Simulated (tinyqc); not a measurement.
## Gate voltage for a given inversion charge

Question. p-type body, charge-sheet picture, depletion and inversion only, full ionisation (an idealisation for deep acceptors), Boltzmann statistics (rough once Na exp(x - xn) passes about Nc/7). In units of Vt: xg = (Vg - Vfb)/Vt, x = psi/Vt, G = gamma/sqrt(Vt), xn = (2 phiF + Vc)/Vt. The implicit equation is (xg - x)^2 = G^2 [x - 1 + exp(x - xn)] for x above about 3. Cox = eps0 eox/tox. ni = sqrt(Nc Nv) exp(-Eg/(2 Vt)), Eg in volts; phiF = Vt ln(Na/ni); gamma = sqrt(2 q eps0 eps_r Na)/Cox. N_inv = (Cox Vt G/q) [sqrt(x - 1 + exp(x - xn)) - sqrt(x - 1)]. Find x - xn, psi and Vg.

Parameters, values chosen for the exercise; band and dielectric values close to those of silicon: temperature T = 300 K; band gap Eg = 1.1 eV; relative permittivity eps_r = 11.9; conduction-band density of states at T Nc = 2.84e19 cm^-3; valence-band density of states at T Nv = 2.61e19 cm^-3; relative permittivity of the gate insulator (close to silicon dioxide) eox = 3.9; insulator thickness tox = 3.7 nm; acceptor density Na = 9.5e16 cm^-3; flat-band voltage Vfb = -0.78 V; channel-body voltage Vc = 1 V.

Constants: q = 1.602176634e-19 C, kB = 1.380649e-23 J/K, Vt = kB T/q, eps0 = 8.8541878128e-14 F/cm where lengths are in cm. Results are converted to the units shown.

N_inv = 3.3e11 cm^-2

Answer. N_inv rises steadily with x, so it fixes x; the implicit equation then gives xg directly.

x - xn = 3.54
psi = 1.90 V
Vg = 1.44 V

Computed by the program tinyqc: `OMP_NUM_THREADS=1 python tinyqc.py 2122069 2122070 out.jsonl`, one thread of a shared Intel Xeon 2.30GHz, about 0.01 s for the whole run.
